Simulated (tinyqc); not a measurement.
# On-chip interconnect, size-dependent resistivity and RC delay, step by step

Computed by the program tinyqc: `OMP_NUM_THREADS=1 python tinyqc.py 2100149 2100150 out.jsonl`, one thread of a shared Intel Xeon 2.30GHz, about 0.01 s for the whole run. Printed values are rounded.

A rectangular line between two neighbours and two ground planes. Surface and grain-boundary scattering are added to the bulk resistivity as corrections; capacitances are parallel-plate values without fringing; inductance is ignored.

Inputs (values chosen for the exercise); metal values close to those of aluminium: bulk resistivity rho0 = 2.73 uohm cm; bulk mean free path lam = 18.9 nm; specular share of surface scattering ps = 0; reflection coefficient of grain boundaries Rg = 0.53; grain size over the metal width gr = 1; drawn line width wd = 13 nm; aspect ratio, height over width AR = 1.9; liner on both walls and the bottom, not conducting tl = 2.4 nm; space to the neighbouring lines sp = 16 nm; dielectric height to the planes above and below hd = 23 nm; relative permittivity of the dielectric ek = 4.2; Miller factor of the neighbours Mf = 1; line length Lw = 68 um; driver resistance Rd = 12000 ohm; load capacitance Cl = 0.053 fF; time step dt = 140 ps.

Constants: eps0 = 8.8541878128e-12 F/m. Results are converted to the units shown.

Range of the model: The metal width is under the mean free path, where the thick-limit surface term and the simple sum of corrections lose accuracy.

## Resistivity, resistance and capacitance per length

Metal width x = wd - 2 tl, height y = AR wd - tl; grain boundaries (Mayadas-Shatzkes): al = (lam/(gr x)) Rg/(1 - Rg), g = 1/[1 - 3 al/2 + 3 al^2 - 3 al^3 ln(1 + 1/al)] - 1; surfaces (Fuchs-Sondheimer, thick limit): s = (3/8) lam (1 - ps)(1/x + 1/y); rho = rho0 (1 + g + s); r = rho/(x y); c = eps0 ek (2 wd/hd + 2 Mf AR wd/sp).

x = 8.2 nm
y = 22.3 nm
al = 2.59912
g = 3.52110
s = 1.18215
rho = 15.5699 uohm cm
r = 851.464 ohm/um
c = 0.156855 fF/um

rho is 5.70 times the bulk value; grain boundaries add more (3.52 against 1.18). The liner takes 43.1 % of the cross-section.

## Ladder and Elmore delays

4 equal pi sections: series Rs = r Lw/4; node capacitances c Lw/4, halved at nodes 0 and 4, with Cl added to node 4; Rd feeds node 0. Elmore delay of node k: the sum, over the resistors on the path to k, of resistance times all capacitance downstream of it.

Rs = 14474.9 ohm
C, node 0 to 4 (fF): [1.33327, 2.66653, 2.66653, 2.66653, 1.38627]
Elmore delay, node 0 to 4 (ps): [128.630, 264.489, 361.750, 420.414, 440.480]

The far-end value equals Rd (c Lw + Cl) + r Lw (c Lw/2 + Cl) for any number of pi sections; the line resistance contributes 70.8 % of it.

## Step 1: node voltages after a time step

v at t = 0, node 0 to 4 (V): [0, 0, 0, 0, 0]

A 1 V step is applied behind Rd at t = 0. C dv/dt = -G v + b, with G the conductance matrix of the ladder (1/Rs between neighbours, 1/Rd added at node 0) and b = (1 V/Rd, 0, ...). Trapezoidal step: (C/dt + G/2) v(new) = (C/dt - G/2) v + b.

v at t = 1 dt, node 0 to 4 (V): [1.21003, 0.59074, 0.29719, 0.16751, 0.13019]

Node 0 overshoots the 1 V source: the trapezoidal rule rings on modes much faster than dt.

## Step 2: node voltages after a time step

As before.

v at t = 2 dt, node 0 to 4 (V): [0.551406, 0.701348, 0.586542, 0.467413, 0.421287]

## Course in time

A 1 V step is applied behind Rd at t = 0. C dv/dt = -G v + b, with G the conductance matrix of the ladder (1/Rs between neighbours, 1/Rd added at node 0) and b = (1 V/Rd, 0, ...). Trapezoidal step: (C/dt + G/2) v(new) = (C/dt - G/2) v + b. The last column solves the same ladder exactly by its modes.

Voltages (V):
```
t (ps)  node 0  node 2  node 4  node 4, exact
140.0    1.210  0.2972  0.1302         0.1678
280.0    0.551  0.5865  0.4213         0.4253
420.0    1.129  0.6698  0.6248         0.6077
560.0    0.756  0.8063  0.7300         0.7324
700.0    1.093  0.8521  0.8256         0.8174
840.0    0.859  0.9069  0.8774         0.8755
980.0    1.066  0.9349  0.9181         0.9150
1120     0.917  0.9547  0.9445         0.9420
1260     1.045  0.9719  0.9616         0.9605
1400     0.949  0.9776  0.9749         0.9730
1540     1.031  0.9882  0.9820         0.9816
1680     0.969  0.9888  0.9886         0.9874
```

The far end of the ladder reaches 0.5 V at 331.1 ps, 0.752 of its Elmore delay (ln 2 = 0.693 for a single pole); the slowest mode has a time constant of 366.1 ps. The largest error of the trapezoidal steps at that node is 38 mV. Node 0 swings up and down from step to step: the trapezoidal rule does not damp modes much faster than dt, so these swings are numerical.
